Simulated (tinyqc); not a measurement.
# Short-channel transistor, virtual-source model with series resistance: effects of single changes

The current per gate width is the charge at the top of the source barrier (the virtual source) times its velocity times a saturation function; al and be are fitting constants of the model. Units: I in uA/um, Rs in ohm um, so I Rs = 1e-6 I Rs in volts; Q in uC/cm^2, so I = 1e-4 Q vx0 Fsat with vx0 in cm/s.

Parameters, values chosen for the exercise: temperature T = 300 K; inversion capacitance Cinv = 3.93 uF/cm^2; velocity at the virtual source vx0 = 9.49e6 cm/s; apparent mobility mu = 430 cm^2/(V s); channel length L = 25 nm; threshold at zero drain voltage VT0 = 0.48 V; drain-induced barrier lowering dl = 0.195 V/V; subthreshold factor n0 = 1.51; growth of n with drain voltage nd = 0.2 1/V; threshold shift (in units of Vt) from weak to strong inversion al = 3.5; sharpness of saturation be = 1.4; series resistance of each contact Rs = 70 ohm um.

Constants: q = 1.602176634e-19 C, kB = 1.380649e-23 J/K, Vt = kB T/q. Results are converted to the units shown.

Each table varies one quantity; the others keep the values above.

## Effect of the apparent mobility on the on and off currents

Intrinsic voltages Vg' = Vgs - I Rs, Vd' = Vds - 2 I Rs. n = n0 + nd Vd', VT = VT0 - dl Vd', Ff = 1/(1 + exp((Vg' - VT + al Vt/2)/(al Vt))), Q = Cinv n Vt ln(1 + exp((Vg' - VT + al Vt Ff)/(n Vt))), Vdsat = (vx0 L/mu)(1 - Ff) + Vt Ff, Fsat = u/(1 + u^be)^(1/be) with u = Vd'/Vdsat, and I = Q vx0 Fsat per width. I is solved self-consistently. Ion is I at Vgs = Vds = 0.75 V, Ioff at Vgs = 0, Vds = 0.75 V, and Rlin = Vds/I at Vgs = 0.75 V, Vds = 0.05 V.

Results:
```
mu (cm^2/(V s))  Ion (uA/um)  Ioff (nA/um)  log10(Ion/Ioff)  Rlin (ohm um)
50                     865.6         500.3            3.238          600.8
140                     1054         502.7            3.322          315.1
240                     1099         503.2            3.339          246.8
410                     1122         503.5            3.348          205.6
700                     1133         503.6            3.352          180.4
1200                    1139         503.7            3.354          164.9
2000                    1142         503.8            3.355          155.8
```

Estimate the missing row, mu = 85 cm^2/(V s).

Computed row:
```
mu (cm^2/(V s))  Ion (uA/um)  Ioff (nA/um)  log10(Ion/Ioff)  Rlin (ohm um)
85                     982.6         501.8            3.292          418.7
```

With this row back in the table: As mu goes from 50 to 2000 cm^2/(V s), Ion rises from 866 to 1140 uA/um, Ioff rises from 500 to 504 nA/um and Rlin falls from 601 to 156 ohm um. Ion changes by a factor of 1.32 and Ioff by 1.01. Below threshold Vdsat is near Vt, so L and mu hardly reach the off current.

## Effect of the series resistance of each contact on the on and off currents

Same model as above.

Effect of the series resistance of each contact on the on and off currents:
```
Rs (ohm um)  Ion (uA/um)  Ioff (nA/um)  log10(Ion/Ioff)  Rlin (ohm um)
0                   1526         504.1            3.481          81.39
25                  1352         503.9            3.429          119.6
50                  1215         503.7            3.382          164.8
100                 1010         503.2            3.303          261.3
150                866.0         502.8            3.236          360.0
200                758.9         502.4            3.179          459.4
300                610.2         501.6            3.085          658.9
400                511.8         500.8            3.009          858.6
```

As Rs goes from 0 to 400 ohm um, Ion falls from 1530 to 512 uA/um, Ioff falls from 504 to 501 nA/um and Rlin rises from 81.4 to 859 ohm um. Ion changes by a factor of 0.335 and Ioff by 0.993. The off current drops so little voltage over Rs that it changes by under 1 %.

Numbers from tinyqc (`OMP_NUM_THREADS=1 python tinyqc.py 2380064 2380065 out.jsonl`; about 0.01 s on one thread of a shared Intel Xeon 2.30GHz).
